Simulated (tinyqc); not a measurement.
Worked calculation: plane-wave Kohn-Sham cycle with exchange-only LDA in a layered model solid. Computed by tinyqc, a small Python program that keeps every step. Settings: points = 16, plane-wave index or count = 3, electrons = 2, k points = 2, area = 35.0, mixing = 1.0, iteration cap = 59, Kerker q0 = 1.39. Command: `OMP_NUM_THREADS=1 python tinyqc.py 29775 29776 out.jsonl` (the two numbers bound the seeds that draw the settings). One thread of a shared host (Intel(R) Xeon(R) Processor @ 2.60GHz), about 0.02 s of CPU time with the checks.

A solid whose potential varies along x alone (atomic units):
```
parameter                      value
period a                   17.100000
cross-section of the cell  35.000000
electrons per cell                 2
grid points                       16
plane waves -n..n, n               3
k points                           2
V1 in V1 cos(2 pi x/a)     -0.520000
V2 in V2 cos(4 pi x/a)     -0.110000
```

Stop when sqrt(dV sum R^2) is below 1e-8, dV = a A/N.

Course of the cycle:
```
iteration  E (hartree)  norm of the residual
1          -1.13687332              1.34e-01
2          -1.07361798              1.14e-01
3          -1.01770780              1.01e-01
4          -0.97108315              9.00e-02
5          -0.93218222              8.17e-02
6          -0.89943206              7.47e-02
7          -0.87171359              6.87e-02
8          -0.84828090              6.34e-02
9          -0.82854293              5.86e-02
10         -0.81191108              5.42e-02
11         -0.79783596              5.02e-02
...                ...                   ...
49         -0.71937766              2.36e-03
50         -0.71937413              2.17e-03
51         -0.71937217              2.00e-03
52         -0.71937138              1.84e-03
53         -0.71937148              1.69e-03
54         -0.71937224              1.56e-03
55         -0.71937345              1.43e-03
56         -0.71937499              1.32e-03
57         -0.71937672              1.21e-03
58         -0.71937857              1.12e-03
59         -0.71938046              1.03e-03
```

Can the last value be used, and what does the course show?

Not by the stop rule, although the second column moves by less than 1e-05 over the last three steps. Not converged within 59 iterations: the residual falls steadily but slowly, by a factor of about 0.92 a step. Reruns (cap 100 unless said): mixing 0.1: not converged; mixing 0.5, Kerker q0 1.0: not converged; mixing 0.3, Pulay depth 5: converged in 45 (E = -0.71940); the original settings with a cap of 400: converged in 208 (E = -0.71940).
